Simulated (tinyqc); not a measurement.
From one set of inputs to another, one input at a time: admittance spectroscopy and thermally stimulated current of one trap level in a depletion layer. Computed by tinyqc, a small Python program. Command: `OMP_NUM_THREADS=1 python tinyqc.py 3110104 3110105 out.jsonl admit ladder`. One thread of a shared host (Intel(R) Xeon(R) Processor @ 2.30GHz), about 0.01 s of CPU time with the checks.

A Schottky junction on n-type material holds one donor-like electron trap; shallow donors are fully ionised and abrupt depletion edges are assumed.

The inputs printed are set A. Set A is modelled on n-type GaAs; the values taken over come from a set modelled on n-type beta-Ga2O3. Inputs not listed in the table keep their values of set A, so the rows need not describe a real material.

Inputs (values chosen for the exercise, modelled on n-type GaAs): dielectric constant eps = 12.9; density-of-states mass m = 0.0651 m_0; shallow doping N = 1.6e+15 1/cm^3; trap density N_t = 6.8e+14 1/cm^3; trap depth E_t below the band = 0.575 eV; capture cross section sigma = 8e-15 cm^2; band bending V_b = 1.1 V; test frequency f = 200000 Hz.

Constants: k_B = 1.380649e-23 J/K; m_0 = 9.1093837015e-31 kg; h = 6.62607015e-34 J s; k_B = 8.617333262e-05 eV/K; eps_0 = 8.8541878128e-12 F/m; e = 1.602176634e-19 C.

Method:
- N_c = 2 (2 pi m k_B T/h^2)^(3/2), v_th = sqrt(3 k_B T/m), emission rate e_n = sigma v_th N_c exp(-E_t/(k_B T)).
- Where the level crosses the Fermi level capture equals emission, so the trap follows the signal with the rate 2 e_n; G/omega peaks at omega = 2 e_n (the correction for large N_t/N is left out).
- Solve 2 e_n(T_p) = 2 pi f.
- With E_c - E_F = k_B T_p ln(N_c/N): lambda = sqrt(2 eps eps_0 (E_t - (E_c - E_F))/(e^2 N)); traps are empty and charged for x < x_t = w - lambda, and V_b = e (N w^2 + N_t x_t^2)/(2 eps eps_0). High frequency: C_hf = eps eps_0/w. Low frequency: C_lf = eps eps_0 (N + N_t)/(N w + N_t x_t).

Each row keeps all changes above it:
```
input moved                            from       to  peak temperature T_p (K)  step (C_lf - C_hf)/C_hf  C_hf (nF/cm^2)
set A                                     -        -                    497.50                  0.19539          12.027
density-of-states mass m (m_0)       0.0651    0.283                    453.96                  0.17460          12.138
band bending V_b (V)                    1.1      2.4                    453.96                  0.11597           8.486
test frequency f (Hz)                200000      200                    319.23                  0.14083           8.361
trap depth E_t below the band (eV)    0.575    0.399                    228.81                  0.11766           8.477
trap density N_t (1/cm^3)           6.8e+14  7.4e+15                    228.81                  0.66376          11.652
shallow doping N (1/cm^3)           1.6e+15    4e+16                    228.81                  0.06244          40.431
capture cross section sigma (cm^2)    8e-15  4.5e-14                    212.27                  0.06324          40.412
```

Which inputs carry the difference?

Peak temperature T_p goes from 498 to 212, a factor 0.427 in all. The largest single move comes from test frequency f (a factor 0.703). Step (C_lf - C_hf)/C_hf goes from 0.195 to 0.0632, a factor 0.324 in all. The largest single move comes from shallow doping N (a factor 0.0941), and trap density N_t works against it (a factor 5.64). C_hf goes from 12.0 to 40.4, a factor 3.36 in all. The largest single move comes from shallow doping N (a factor 3.47), and band bending V_b works against it (a factor 0.699). The single moves hold for this order of the switches; the total does not depend on the order.

Caution (rows set A, density-of-states mass m, band bending V_b, test frequency f, trap depth E_t below the band, trap density N_t): N_t/N is not small, so the peak moves away from omega = 2 e_n.

Extremes, crossings and ranges named in words are read from the listed rows.
